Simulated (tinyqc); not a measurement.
n-type polysilicon, carrier trapping at grain boundaries: one step of the calculation.

One-dimensional grains of size Lg, uniform ionised doping N, monovalent traps Qt at each boundary at a depth Et below (for electrons) or above (for holes) the band edge there, abrupt depletion of width W on each side of a boundary, Boltzmann statistics. xi is the distance from the band edge at the grain centre to the Fermi level. Trapped charge Qt/(1 + exp((xi + VB - Et)/Vt)) = 2 N W, barrier VB = q N W^2/(2 eps0 eps_r).

Task. Resistivity and effective mobility. n0 = NB exp(-xi/Vt); mean density n0 (1 - 2 W/Lg) by charge balance in a partly depleted grain, and n0 (sqrt(pi)/2) erf(u)/u with u = sqrt(VB/Vt) in a fully depleted one; v = sqrt(kB T/(2 pi ms m0)); barrier resistivity Vt exp(VB/Vt)/(q fe n0 v Lg); grain resistivity (1 - 2 W/Lg)/(q n0 mug); effective mobility 1/(q mean density total resistivity).

Values chosen for this exercise; values of the order met in polycrystalline silicon:
- T = 300 K (temperature)
- NB = 2.8e19 cm^-3 (conduction-band density of states at T)
- Lg = 42 nm (grain size)
- ms = 0.6 m0 (mass for thermionic emission)
- fe = 0.25 (correction factor of the emission rate)
- mug = 96 cm^2/(V s) (mobility inside the grains)

Constants: q = 1.602176634e-19 C, kB = 1.380649e-23 J/K, m0 = 9.1093837015e-31 kg, Vt = kB T/q. Results are converted to the units shown.

W = 3.6170094 nm
xi = 0.046136565 V
VB = 0.047549169 V

Find: n0; mean density; v; barrier resistivity; grain resistivity; resistivity; effective mobility.

Result.

n0 = 4.700e18 cm^-3
mean density = 3.890e18 cm^-3
v = 3.473e6 cm/s
barrier resistivity = 0.05924 ohm cm
grain resistivity = 0.01145 ohm cm
resistivity = 0.07069 ohm cm
effective mobility = 22.70 cm^2/(V s)

The resistivity is 5.11 times that of a single crystal with the same N and mobility mug, and the mean density is 82.8 % of N.

tinyqc, about 0.01 s, one thread, Intel Xeon 2.30GHz (shared host): `OMP_NUM_THREADS=1 python tinyqc.py 2830141 2830142 out.jsonl`
